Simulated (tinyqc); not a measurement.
ROHF in the sto-6g basis, for H4, spin multiplicity 3, step by step. One step of it, computed by the program tinyqc.

Question. Iteration 1: Roothaan effective Fock matrix. With projectors Pc = D(beta) S, Po = (D(alpha) - D(beta)) S, Pv = 1 - D(alpha) S, the block xy is Px^T F Py; with Fc = (F(alpha) + F(beta))/2, the blocks are Fc for cc, oo, vv and cv, F(beta) for co and F(alpha) for ov.

F(alpha) (hartree):
```
,1H 1s,2H 1s,3H 1s,4H 1s
1H 1s,-0.428923,-0.535161,-0.123581,-0.029858
2H 1s,-0.535161,-0.485042,-0.357478,-0.123581
3H 1s,-0.123581,-0.357478,-0.485042,-0.535161
4H 1s,-0.029858,-0.123581,-0.535161,-0.428923
```

F(beta) (hartree):
```
,1H 1s,2H 1s,3H 1s,4H 1s
1H 1s,0.037847,-0.222393,-0.057174,-0.013091
2H 1s,-0.222393,0.012060,-0.157558,-0.057174
3H 1s,-0.057174,-0.157558,0.012060,-0.222393
4H 1s,-0.013091,-0.057174,-0.222393,0.037847
```

D(alpha) at the start:
```
,1H 1s,2H 1s,3H 1s,4H 1s
1H 1s,0.717748,0.071158,0.010809,0.001793
2H 1s,0.071158,0.692331,0.069364,0.010809
3H 1s,0.010809,0.069364,0.692331,0.071158
4H 1s,0.001793,0.010809,0.071158,0.717748
```

D(beta) at the start:
```
,1H 1s,2H 1s,3H 1s,4H 1s
1H 1s,0.239249,0.023719,0.003603,0.000598
2H 1s,0.023719,0.230777,0.023121,0.003603
3H 1s,0.003603,0.023121,0.230777,0.023719
4H 1s,0.000598,0.003603,0.023719,0.239249
```

overlap S:
```
,1H 1s,2H 1s,3H 1s,4H 1s
1H 1s,1.000000,0.474113,0.060114,0.009339
2H 1s,0.474113,1.000000,0.304649,0.060114
3H 1s,0.060114,0.304649,1.000000,0.474113
4H 1s,0.009339,0.060114,0.474113,1.000000
```

Give: effective F.

Answer.

effective F (hartree):
```
,1H 1s,2H 1s,3H 1s,4H 1s
1H 1s,-0.0167,-0.1482,0.0853,0.0853
2H 1s,-0.1482,0.0289,-0.0149,0.0853
3H 1s,0.0853,-0.0149,0.0289,-0.1482
4H 1s,0.0853,0.0853,-0.1482,-0.0167
```
